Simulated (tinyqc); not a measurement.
## Random telegraph noise from one oxide trap in a small MOSFET: time constants and noise against gate voltage

An acceptor-like trap exchanges electrons with the channel. Inversion charge Q = Cox u, u = n Vt W0(exp((Vg - VT)/(n Vt))), W0 the Lambert function, n = nf, Cox = eps0 eox/tox; linear regime Id = (W/L) mu Q Vd. Relative to threshold the surface potential rises by Vt ln(u/u0) and the oxide voltage by the rest of Vg - VT, with u0 = n Vt W0(1).

N = Cox u/q; dpsi = Vt ln(u/u0); E = E0 - dpsi - (xt/tox)(Vg - VT - dpsi); capture time tc = 1/[(N/zi) vth s0 exp(-xt/lt - EB/Vt)]; emission time te = tc exp(-E/Vt); occupancy te/(tc + te). A = W L; threshold step dV = q (1 - xt/tox)/(Cox A); gm/Id = 1/(u + n Vt); relative step dI/I = (gm/Id) dV + asc mu/A. fc = (1/tc + 1/te)/(2 pi); rms = (dI/I) sqrt(tc te)/(tc + te).

Parameters, values chosen for the exercise; values of the order met in silicon transistors:
```
symbol,value,unit,meaning
T,200,K,temperature
eox,3.9,,relative permittivity of the gate insulator (close to silicon dioxide)
tox,2.7,nm,insulator thickness
xt,1.2,nm,depth of the trap from the channel interface
E0,0.1,eV,trap level above the channel Fermi level at threshold
s0,6e-15,cm^2,capture prefactor
EB,0.36,eV,capture barrier (lattice relaxation)
lt,0.2,nm,tunnelling decay length
vth,2.1e7,cm/s,thermal velocity
zi,2.3,nm,thickness of the inversion layer
VT,0.28,V,threshold voltage
nf,1.29,,body factor
W,70,nm,gate width
L,21,nm,gate length
mu,160,cm^2/(V s),mobility
asc,0,V s,scattering coefficient of the charged trap
Vd,0.1,V,drain voltage
```

Constants: q = 1.602176634e-19 C, kB = 1.380649e-23 J/K, Vt = kB T/q, eps0 = 8.8541878128e-14 F/cm where lengths are in cm. Results are converted to the units shown.

Results:

| Vg (V) | E (eV) | tc (s) | te (s) | occupancy | dI/I (%) | fc (Hz) | rms dI/I (%) |
|---|---|---|---|---|---|---|---|
| 0.21 | 0.15622 | 118.81 | 0.013748 | 1.1570e-4 | 20.453 | 11.578 | 0.21999 |
| 0.27 | 0.10734 | 11.669 | 0.023030 | 0.0019697 | 15.004 | 6.9243 | 0.66523 |
| 0.33 | 0.067202 | 2.8589 | 0.057915 | 0.019855 | 7.8535 | 2.8038 | 1.0956 |
| 0.45 | 0.0020590 | 0.83280 | 0.73902 | 0.47017 | 3.0972 | 0.40647 | 1.5458 |
| 0.51 | -0.027842 | 0.59409 | 2.9883 | 0.83417 | 2.3055 | 0.32116 | 0.85749 |
| 0.57 | -0.056992 | 0.45834 | 12.512 | 0.96466 | 1.8239 | 0.35996 | 0.33674 |
| 0.63 | -0.085666 | 0.37168 | 53.561 | 0.99311 | 1.5034 | 0.43117 | 0.12437 |
| 0.69 | -0.11401 | 0.31190 | 232.79 | 0.99866 | 1.2760 | 0.51096 | 0.046645 |

Estimate the missing row, Vg = 0.39 V.

Computed row:

| Vg (V) | E (eV) | tc (s) | te (s) | occupancy | dI/I (%) | fc (Hz) | rms dI/I (%) |
|---|---|---|---|---|---|---|---|
| 0.39 | 0.033278 | 1.3398 | 0.19429 | 0.12665 | 4.5773 | 0.93794 | 1.5223 |

With this row back in the table: tc falls from 119 to 0.312 s as the channel fills and te rises from 0.0137 to 233 s; they are equal at Vg = 0.454 V, where E = 0. The rms noise goes from 0.220 through a maximum of 1.55 (at Vg = 0.45 V among the rows listed) to 0.0466 %. The slope -Vt d ln(tc/te)/dVg is 0.815 between the first two rows and 0.472 between the last two; it tends to xt/tox = 0.444 only when the surface potential stops moving. For Vg = 0.21, 0.27 the step exceeds 15 %, where a linear one-charge estimate is rough.

Range of the model: VT is taken as given; short-channel effects and the uneven flow of current among few electrons are left out.

Numbers from tinyqc (`OMP_NUM_THREADS=1 python tinyqc.py 2710058 2710059 out.jsonl`; about 0.01 s on one thread of a shared Intel Xeon 2.30GHz).
